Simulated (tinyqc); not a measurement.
Deal-Grove kinetics of thermal oxidation of silicon. Changing the time t. Computed by tinyqc, a small Python program. Command: `OMP_NUM_THREADS=1 python tinyqc.py 3022447 3022448 out.jsonl oxide sweep`. One thread of a shared host (Intel(R) Xeon(R) Processor @ 2.30GHz), about 0.4 s of CPU time with the checks.

Oxidant diffuses through the oxide and reacts at the interface, so that dx/dt = B/(A + 2x) for the oxide thickness x.

Inputs (values chosen for the exercise, close to those used for silicon):
```
quantity,value,unit
prefactor B0,661,um^2/h
activation energy E_B,1.25,eV
prefactor (B/A)0,6.79e+06,um/h
activation energy E_A,1.99,eV
temperature T,925,C
oxidant pressure p,1,atm
pressure exponent m of B/A,0.71,-
initial oxide x_i,0.002,um
```

Ambient: dry oxygen. Surface: (111).

Constants: k_B = 8.617333262e-05 eV/K.

Method:
- B = B0 p exp(-E_B/(k_B T)), B/A = (B/A)0 p^m exp(-E_A/(k_B T)), p in atm; A = B/(B/A).
- Temperatures in kelvin are T(C) + 273.15.
- tau = (x_i^2 + A x_i)/B and x = (A/2) [sqrt(1 + 4 B (t + tau)/A^2) - 1], the root of x^2 + A x = B (t + tau).
- Silicon consumed is 0.44 times the oxide grown; the rate is B/(A + 2x).

One run for each value:
```
time t (h),oxide thickness x (um),final growth rate (um/h),silicon consumed (um)
0.03,0.00284,0.027685,3.6777e-04
0.074,0.00404,0.027187,8.9888e-04
0.18,0.00687,0.026090,2.1408e-03
0.45,0.01359,0.023803,5.0982e-03
1.1,0.02775,0.020092,1.1330e-02
2.7,0.05562,0.015375,2.3593e-02
6.6,0.10522,0.010844,4.5417e-02
16,0.18719,0.007292,8.1484e-02
40,0.32453,0.004709,1.4191e-01
```

Over the rows, oxide thickness x (um) rises from 0.00284 to 0.325 (exponent d ln y / d ln x 0.39 between the first rows and 0.60 between the last); final growth rate (um/h) falls from 0.0277 to 0.00471 (exponent d ln y / d ln x -0.020 between the first rows and -0.48 between the last); silicon consumed (um) rises from 3.68e-4 to 0.142 (exponent d ln y / d ln x 0.99 between the first rows and 0.61 between the last). At the high end the exponent of final growth rate is -0.48, close to -0.50: parabolic growth slows as t^(-1/2). At the low end the exponent of final growth rate is -0.02, close to 0: linear growth has a constant rate. The rate B/(A + 2x) falls as the film lengthens the diffusion path.
